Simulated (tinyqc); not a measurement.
Electromigration in a confined line: Blech product, Korhonen stress evolution and Black's law: one step, computed by the program tinyqc. Command: `OMP_NUM_THREADS=1 python tinyqc.py 3003908 3003909 out.jsonl emigr walk`. One thread of a shared host (Intel(R) Xeon(R) Processor @ 2.30GHz), about 0.02 s of CPU time with the checks.

The electron wind pushes atoms from the cathode (x = 0) to the anode (x = L); blocking ends build a back stress (tension positive). The input rho is taken not to change with temperature. d sigma/dt = d/dx [kappa (d sigma/dx + G)], with zero flux at both ends and sigma = 0 at t = 0.

Task: Driving force and diffusivities. G = Z* e rho j/Omega; D = D0 exp(-E/(k_B T)); kappa = D B Omega/(k_B T); drift velocity of an unconfined line v = D Z* e rho j/(k_B T). SI: 1 micro-ohm cm = 1e-8 ohm m, 1 MA/cm^2 = 1e10 A/m^2. Temperatures in kelvin are T(C) + 273.15.

Inputs (values chosen for the exercise, close to those used for ruthenium lines): resistivity rho = 14.9 micro-ohm cm; atomic volume Omega = 13.6 angstrom^3; effective charge number Z* = 1.4; prefactor D0 = 1.3e-06 m^2/s; activation energy E = 1.41 eV; effective modulus B = 54 GPa; current density j = 0.81 MA/cm^2; test temperature T = 340 C.

Start: stress-free.

Constants: e = 1.602176634e-19 C; k_B = 8.617333262e-05 eV/K; k_B = 1.380649e-23 J/K.

Give: stress gradient G; diffusivity D; kappa; drift velocity.

Result:

stress gradient G = 19.91 MPa/um

diffusivity D = 3.346e-18 m^2/s

kappa = 2.902e-16 m^2/s

drift velocity = 0.3851 nm/h
